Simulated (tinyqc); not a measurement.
# From overall Si fraction x0 back to metal thickness t

Model: thermodynamics of metal silicides: hull, first phase, silicon consumed, nucleation and stability against SiO2. Computed by tinyqc, a small Python program. Command: `OMP_NUM_THREADS=1 python tinyqc.py 3017923 3017924 out.jsonl silphase inv`. One thread of a shared host (Intel(R) Xeon(R) Processor @ 2.30GHz), about 0.01 s of CPU time with the checks.

Entropies of formation of the solids are neglected, so heats stand for free energies. Si fractions: M2Si 0.3333, MSi 0.5000, MSi2 0.6667.

Inputs (values chosen for the exercise, for a model metal): heat of formation of M2Si = -46.4 kJ/mol atoms; heat of formation of MSi = -38.4 kJ/mol atoms; heat of formation of MSi2 = -27.9 kJ/mol atoms; molar volume of M = 6.59 cm^3/mol; molar volume of Si = 12.06 cm^3/mol; silicon available t_Si = 46 nm.

Phases: M2Si, MSi, MSi2.

Method. A phase is stable if it lies below every straight line between a phase on its left and one on its right (M and Si at zero). Distance = its heat less the lowest such line, negative for a stable phase. Overall Si fraction x0 = (t_Si/V_Si)/(t_Si/V_Si + t/V_M). In equilibrium the two stable phases that bracket x0 share the atoms by the lever rule.

Task: A run gave the result below. Find the metal thickness t, known to lie between 12 and 35 nm.

overall Si fraction x0 = 0.5598716

Result:

Each step takes the trial c = (a f_b - b f_a)/(f_b - f_a), f being the result less the target and a, b, c the logarithms of the listed values; c replaces end b, the old b replaces a if the sign of f changed, and otherwise f_a is halved.

Scan of the range:
```
metal thickness t (nm)  overall Si fraction x0
12.0                                  0.676863
14.3                                  0.637387
17.1                                  0.595132
20.5                                  0.550793
24.5                                  0.506407
29.3                                  0.461753
35.0                                  0.417986
```

False position (Illinois rule, in the logarithm of the input) inside the bracket:
```
step    end a    end b    trial  overall Si fraction x0
1     17.1000  20.5000  19.7528                0.559962
2     20.5000  19.7528  19.7600                0.559872
3     20.5000  19.7600  19.7600                0.559871
4     19.7600  19.7600  19.7600                0.559872
```

Overall Si fraction x0 falls at every point of a 13-point scan of the range (every second point is shown), so one value fits; it is bracketed by 17.1 and 20.5. Answer: metal thickness t = 19.76 nm.
